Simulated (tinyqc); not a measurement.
Adding salt: a particle near a wafer in liquid: double-layer and van der Waals forces (DLVO), deposition barrier and removal. Computed by tinyqc, a small Python program. Command: `OMP_NUM_THREADS=1 python tinyqc.py 3112264 3112265 out.jsonl dlvo walk`. One thread of a shared host (Intel(R) Xeon(R) Processor @ 2.30GHz), about 0.01 s of CPU time with the checks.

Sphere and flat wall, Derjaguin approximation, constant potentials in the linear-superposition form, no retardation and no hydration force.

Inputs (values chosen for the exercise, of the order of those for silica on silicon in water):
```
quantity                             value   unit
particle radius R                       79     nm
Hamaker constant A                 1.4e-20      J
potential of the particle psi_1        -53     mV
potential of the wafer psi_2           -48     mV
salt concentration c               0.00087  mol/L
valence z of the symmetric salt          1      -
temperature T                          298      K
dielectric constant of the liquid     78.4      -
```

Constants: e = 1.602176634e-19 C; N_A = 6.02214076e+23 1/mol; eps_0 = 8.8541878128e-12 F/m; k_B = 1.380649e-23 J/K; k_B = 8.617333262e-05 eV/K.

Method:
- kappa^2 = 2 z^2 e^2 N_A (1000 c)/(eps eps_0 k_B T); gamma_i = tanh(z e psi_i/(4 k_B T)); Z = 64 pi eps eps_0 (k_B T/(z e))^2 gamma_1 gamma_2.
- The barrier height is zero when U = 0 and F = 0 together: kappa h = 1 and kappa = 6 Z/(e A), e = 2.718282 here; c follows from kappa^2, with the potentials held fixed.
- U(h) = Z R exp(-kappa h) - A R/(6 h); F(h) = -dU/dh = kappa Z R exp(-kappa h) - A R/(6 h^2), positive for repulsion.
- F = 0 reads x^2 exp(-x) = y with x = kappa h and y = A kappa/(6 Z); the left side peaks at x = 2 with 4/e^2 = 0.5413, so roots exist for smaller y: x < 2 is the barrier, x > 2 the secondary minimum.
- kappa scales as sqrt(c); potentials are held fixed. A dash marks rows without a maximum.

critical concentration = 0.832899 mol/L

kappa = 0.0970461 1/nm

Z = 19.0452 pN

Against the concentration:
```
c (mol/L)  Debye length (nm)  barrier at (nm)  barrier (k_B T)  minimum at (nm)  minimum (k_B T)
8.33e-05              33.301           2.0841           322.01       3.4174e+02      -1.1833e-01
8.33e-04              10.531           1.2026           288.97       9.2716e+01      -4.2834e-01
8.33e-03               3.330           0.7107           232.37       2.4210e+01      -1.5960e+00
4.16e-02               1.490           0.5064           171.86       9.1232e+00      -4.1087e+00
1.67e-01               0.744           0.3932           101.59       3.7463e+00      -9.5849e+00
4.16e-01               0.471           0.3474            46.00       1.9947e+00      -1.7155e+01
7.50e-01               0.351           0.3335             7.05       1.2747e+00      -2.5471e+01
1.25e+00               0.272           0.3429           -27.07       8.1081e-01      -3.6730e+01
2.50e+00               0.192                -                -                -                -
```

What does the comparison show, and why?

At low salt the barrier tends to Z R = 366 k_B T; it is half of that between 0.0083 and 0.042 mol/L and changes sign at 0.83 mol/L, while the secondary minimum deepens to -25 k_B T at 0.9 of that.

Extremes, crossings and ranges named in words are read from the listed rows.
